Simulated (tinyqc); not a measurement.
What moves the results: strained quantum well: band edges, subbands and transparency. A value that a table varies takes the place of the one given here.

Growth on (001), barriers unstrained: tr(e) = e (2 - nu2), Z = b e (1 + nu2); Ec = Ev + Eg + ac tr(e), E_HH = Ev + av tr(e) + Z, E_LH = Ev + av tr(e) - Z (coupling to the split-off band left out).

Masses along z: me, 1/(g1 - 2 g2) for HH, 1/(g1 + 2 g2) for LH, likewise in the barrier; in the plane me, 1/(g1 + g2) for HH and 1/(g1 - g2) for LH (no mixing, which understates the hole masses away from k = 0). Level n solves k L + 2 atan[(k/m)/(kappa/mb)] = n pi, k = sqrt(m E/c), kappa = sqrt(mb (V - E)/c), c = hbar^2/2m0.

Transparency (Bernard-Duraffourg): Fc - Fv equals the lowest transition energy with n = p, n = sum m/(2 pi c) kB T ln(1 + exp((Fc - E)/kB T)) and p likewise over the listed subbands; c = hbar^2/2m0, 1/angstrom^2 = 1e16/cm^2.

Constants: hbar^2/2m0 = 3.80998211 eV angstrom^2; kB = 8.617333262e-05 eV/K; hc = 1239.841984 eV nm.

Parameters, chosen for this exercise (near those of a GaAsP/AlGaAs well; shifted at random, so the results belong to these values and not to a real crystal): nu2 = 0.92 (2 C12/C11); Eg = 1.596 eV (unstrained gap of the well); Ev = -0.866 eV (its valence edge); ac = -7.31 eV; av = 1.24 eV (Ev moves by av tr(e)); b = -1.94 eV (shear potential); Egb = 1.916 eV (gap of the barrier); Evb = -1 eV (its valence edge); L = 56 angstrom (well width); me = 0.0758 m0 (electron mass); g1 = 6.57 (gamma1); g2 = 1.84 (gamma2); meb = 0.1 m0; g1b = 5.7; g2b = 1.6; T = 350 K (temperature); es = (-0.02, -0.014, -0.008, -0.003, 0, 0.003, 0.007, 0.012) (strains); e = 0.005 (strain in the plane); Ls = (25, 35, 50, 65, 85, 110, 150) angstrom (widths).

## Strain as a design knob

Only the strain is changed; the unstrained gap and the masses are kept.

Results:
```
e (%),wavelength (nm),top hole,hh1 - lh1 (meV),n_tr (1e12/cm^2),share in top
-2.0,710,hh1,149,0.895,0.83
-1.4,717,hh1,114,0.910,0.80
-0.8,727,hh1,77,0.951,0.73
-0.3,736,hh1,44,1.068,0.59
0.0,742,hh1,24,1.160,0.47
0.3,749,hh1,4,1.297,0.35
0.7,768,lh1,-23,1.218,0.73
1.2,797,lh1,-57,1.126,0.88
```

What does this show?

n_tr is largest at e = +0.3 % (1.30), where hh1 - lh1 = 4 meV and the top subband holds 35 % of the holes, and smallest, 0.89, at -2.0 %. The top hole level turns from hh to lh, and the light from TE to TM, between +0.3 and +0.7 %. The wavelength runs from 710 to 797 nm.

## Width of the well

All levels anew.

Results:
```
L (angstrom),wavelength (nm),top hole,hh1 - lh1 (meV),n_tr (1e12/cm^2),share in top,n_tr/L (1e18/cm^3)
25,709,hh1,12,1.174,0.44,4.70
35,728,hh1,4,1.249,0.38,3.57
50,750,lh1,-6,1.290,0.63,2.58
65,765,lh1,-13,1.285,0.65,1.98
85,778,lh1,-20,1.329,0.64,1.56
110,788,lh1,-25,1.451,0.60,1.32
150,796,lh1,-30,1.696,0.53,1.13
```

How do the results move?

The wavelength tunes by 87 nm. The sheet density at transparency changes from 1.17 to 1.70, the top hole subband holding 0.44 and 0.53 of the holes at the ends, while the volume density falls by a factor 4.2. Critical thickness and carrier escape are left out.

## What each parameter does

Edge wavelength, hh1 - lh1 and n_tr. Each row changes one parameter from the base and keeps the others.

Results:
```
case,wavelength (nm),hh1 - lh1 (meV),n_tr (1e12/cm^2)
base,757.1,-9.1,1.281
L = 48 angstrom,747.6,-4.6,1.283
e = 0.003,748.6,4.4,1.297
Eg = 1.576 eV,765.5,-9.1,1.278
b = -2.23 eV,758.2,-14.2,1.256
ac = -6.58 eV,755.5,-9.1,1.281
me = 0.0834 m0,757.9,-9.1,1.359
g1 = 6.96,756.8,-9.7,1.241
T = 390 K,757.1,-9.1,1.452
```

What does this show?

The largest shifts from the base row, up to three for each result and ties (the steps differ in size, so this ranks the rows, not the parameters). wavelength (nm): L -9.5, e -8.5, Eg +8.4; unchanged at the printed digits by T. hh1 - lh1 (meV): e +13.5, b -5.1, L +4.5; unchanged at the printed digits by Eg, ac, me and T. n_tr (1e12/cm^2): T +0.171, me +0.078, g1 -0.040; unchanged at the printed digits by ac.

Computed by tinyqc, a small Python program: `OMP_NUM_THREADS=1 python tinyqc.py 1281396 1281397 out.jsonl` (the numbers bound the seed that draws the inputs); one thread of a shared host (Intel(R) Xeon(R) Processor @ 2.30GHz), about 0.02 s for the whole set of steps.
